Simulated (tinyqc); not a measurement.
Surface potential of a MOS transistor: implicit equation and explicit approximations: one step of the calculation.

p-type body, charge-sheet picture, depletion and inversion only, full ionisation (an idealisation for deep acceptors), Boltzmann statistics (rough once Na exp(x - xn) passes about Nc/7). In units of Vt: xg = (Vg - Vfb)/Vt, x = psi/Vt, G = gamma/sqrt(Vt), xn = (2 phiF + Vc)/Vt. The implicit equation is (xg - x)^2 = G^2 [x - 1 + exp(x - xn)] for x above about 3. Cox = eps0 eox/tox.

Question. Explicit approximation. Depletion value a = 1 + [sqrt(G^2/4 + xg - 1) - G/2]^2; inversion value b = xn + ln[(xg - xn)^2/G^2 - xn + 1] and first guess y = min(a, b) - ln(1 + exp(-|a - b|)) if a > xn + 1, else b = y = a; one second-order correction with D = exp(y - xn), p = 2 (xg - y) + G^2 (1 + D), w = (xg - y)^2 - G^2 (y - 1 + D): z = y + 2 w/(p + sqrt(p^2 - 2 (2 - G^2 D) w)), or the Newton step z = y + w/p where the root is not real.

G = 4.6925286
xn = 12.272284
xg = 43.102496

Give: a; b; y; p; w; z.

Answer.

a = 21.735
b = 15.735
y = 15.732
p = 777.31
w = -275.82
z = 15.289

The root of the implicit equation is x = 15.3063; y misses it by 0.43 and z by -0.017, in units of Vt.

Program tinyqc, `OMP_NUM_THREADS=1 python tinyqc.py 2122088 2122089 out.jsonl`; Intel Xeon 2.30GHz, shared host, one thread, about 0.01 s.
